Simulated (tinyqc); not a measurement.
## Inductance and parasitic capacitance from two readings

Inverse problem. A loss-free coil L in parallel with C shows the apparent inductance L/(1 - w^2 L C), w = 2 pi f. Find L, C and the self-resonance 1/(2 pi sqrt(L C)).

apparent inductance at 1.6 and 2.8 GHz (nH): 7.1853482  13.048308

Answer. The inverse of the reading is 1/L - w^2 C, a straight line in w^2.

L = 5.900 nH
C = 300.0 fF
self-resonance = 3.783 GHz

Computed by the program tinyqc: `OMP_NUM_THREADS=1 python tinyqc.py 2302007 2302008 out.jsonl`, one thread of a shared Intel Xeon 2.30GHz, about 0.01 s for the whole run.
